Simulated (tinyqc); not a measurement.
Free and trapped electrons in a MOS channel with a dense trap tail: free and trapped charge against gate voltage.

p-type body, charge-sheet picture, full ionisation (an idealisation for deep acceptors), Boltzmann statistics for free electrons. e = Ec - EF at the surface. Acceptor-like traps of density D(E) = D0 + De exp(-E/Ew) at depth E below Ec, from 0 to Eu, hold n_t = integral of D(E)/(1 + exp((e - E)/Vt)). psi = Eg - Vt ln(Nv/Na) - e; N_dep = sqrt(2 eps0 eps_r Na (psi - Vt)/q); n_f = sqrt(N_dep^2 + 2 eps0 eps_r Vt Nc exp(-e/Vt)/q) - N_dep; Vg = Vfb + psi + q (N_dep + n_t + n_f)/Cox, Cox = eps0 eox/tox.

Free share n_f/(n_f + n_t); swing ln 10 n_f/(dn_f/dVg); field-effect mobility mf q (dn_f/dVg)/Cox, for a constant mf; oxide field q (N_dep + n_t + n_f)/(eps0 eox).

Values chosen for this exercise; band and dielectric values close to those of 4H silicon carbide:
```
symbol,value,unit,meaning
T,300,K,temperature
Eg,3.27,eV,band gap
eps_r,9.73,,relative permittivity
Nc,1.71e19,cm^-3,conduction-band density of states at T
Nv,2.5e19,cm^-3,valence-band density of states at T
eox,3.9,,relative permittivity of the insulator
tox,39,nm,insulator thickness
Na,9.6e15,cm^-3,acceptor density
Vfb,-1.96,V,flat-band voltage without trapped charge
D0,3e10,cm^-2 eV^-1,constant background density of acceptor-like traps
De,1.4e13,cm^-2 eV^-1,density of the tail at the conduction edge
Ew,0.05,eV,decay energy of the tail
Eu,0.54,eV,depth below Ec down to which the traps reach
mf,140,cm^2/(V s),mobility of free electrons
```

Constants: q = 1.602176634e-19 C, kB = 1.380649e-23 J/K, Vt = kB T/q, eps0 = 8.8541878128e-14 F/cm where lengths are in cm. Results are converted to the units shown.

Result of one run:
columns A: Vg (V); B: e (eV); C: n_f (cm^-2); D: n_t (cm^-2); E: free share (%); F: swing (mV/decade); G: field-effect mobility (cm^2/(V s)); H: oxide field (MV/cm)
```
A           B         C         D      E     F      G      H
6.1  0.001205  1.642e12  5.576e11  74.66  7645  125.3  1.281
```

What becomes of these results when the gate voltage Vg is changed from 6.1 to 7.6 V, all else the same?

Result of the changed run:
columns A: Vg (V); B: e (eV); C: n_f (cm^-2); D: n_t (cm^-2); E: free share (%); F: swing (mV/decade); G: field-effect mobility (cm^2/(V s)); H: oxide field (MV/cm)
```
A           B         C         D      E        F      G      H
7.6  -0.01496  2.404e12  6.146e11  79.64  1.068e4  131.3  1.661
```

The whole series:
columns A: Vg (V); B: e (eV); C: n_f (cm^-2); D: n_t (cm^-2); E: free share (%); F: swing (mV/decade); G: field-effect mobility (cm^2/(V s)); H: oxide field (MV/cm)
```
A            B         C         D        E        F        G       H
1.7     0.3679   2.989e6   5.876e9  0.05084    75.28  0.02316  0.2465
2.4     0.1028  7.584e10  1.449e11    34.35    667.7    66.26  0.3580
3.1    0.06212  3.043e11  2.771e11    52.34     1894    93.70  0.5270
3.9    0.03827  6.229e11  3.851e11    61.79     3400    106.9  0.7261
4.6    0.02370  9.293e11  4.562e11    67.08     4734    114.5  0.9018
5.3    0.01211  1.254e12  5.107e11    71.06     6080    120.3   1.078
6.1   0.001205  1.642e12  5.576e11    74.66     7645    125.3   1.281
6.8  -0.006905  1.993e12  5.882e11    77.22     9045    128.6   1.458
7.6   -0.01496  2.404e12  6.146e11    79.64  1.068e4    131.3   1.661
```

n_f reaches 1e11 cm^-2 at Vg = 2.49 V, against 2.19 V without traps. The free share rises from 0.0508 to 79.6 % and the field-effect mobility rises from 0.0232 to 131 cm^2/(V s), although mf = 140 is constant: in the last row 93.8 % of Cox dVg goes into free electrons. The swing in the first row is 75.3 mV a decade (Vt ln 10 = 59.5). For Vg = 3.9, 4.6, 5.3, 6.1, 6.8, 7.6 EF lies less than 2 Vt below the band edge, or above it, where degeneracy and confinement, left out, matter.

Computed by the program tinyqc: `OMP_NUM_THREADS=1 python tinyqc.py 2222122 2222123 out.jsonl`, one thread of a shared Intel Xeon 2.30GHz, about 0.02 s for the whole run.
